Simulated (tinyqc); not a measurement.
Bloch-Grueneisen resistivity of a metal: one step, computed by the program tinyqc.

Electrons scatter from a Debye spectrum of phonons (n = 5 for scattering within one band, n = 3 for scattering into a second, heavy band) and from static defects.

Task: Total resistivity and derived numbers. J_n(y) = int_0^y x^n e^x/(e^x - 1)^2 dx, by 96 Gauss-Legendre points (upper limit at most 60). rho_ph = (n - 1) rho_1 (T/Theta)^n J_n(Theta/T), with rho_1 = 2 pi lambda_tr k_B Theta/(hbar eps_0 w_p^2), the high-temperature line at T = Theta. Parallel-resistor saturation: 1/rho = 1/(rho_0 + rho_ph) + 1/rho_sat. Temperature coefficient (1/rho) d rho/dT by a central difference of +/- 0.5 K; residual ratio rho(295 K)/rho(4.2 K); scattering time tau = 1/(eps_0 w_p^2 rho); Wiedemann-Franz kappa = L_0 T/rho, L_0 = (pi^2/3)(k_B/e)^2.

Inputs (values chosen for the exercise, modelled on nickel):

| quantity | value | unit |
|---|---|---|
| exponent n | 5 | - |
| Debye temperature Theta | 379 | K |
| transport coupling lambda_tr | 0.23 | - |
| Drude plasma energy hbar w_p | 5.9 | eV |
| residual resistivity rho_0 | 0.055 | microohm cm |
| temperature T | 295 | K |
| saturation resistivity | 170 | microohm cm |

Addition: saturation.

Constants: k_B = 1.380649e-23 J/K; hbar = 1.054571817e-34 J s; eps_0 = 8.8541878128e-12 F/m; hbar = 6.582119569e-16 eV s; k_B = 8.617333262e-05 eV/K.

Give: resistivity rho; temperature coefficient; residual resistance ratio; scattering time; Wiedemann-Franz conductivity.

Result:

resistivity rho = 6.929 microohm cm

temperature coefficient = 3.800 1e-3/K

residual resistance ratio = 126.0

scattering time = 20.29 fs

Wiedemann-Franz conductivity = 104.0 W/(m K)

The coefficient is 1.12 times 1/T; it exceeds 1/T because the phonon part, extended linearly, meets zero above T = 0.
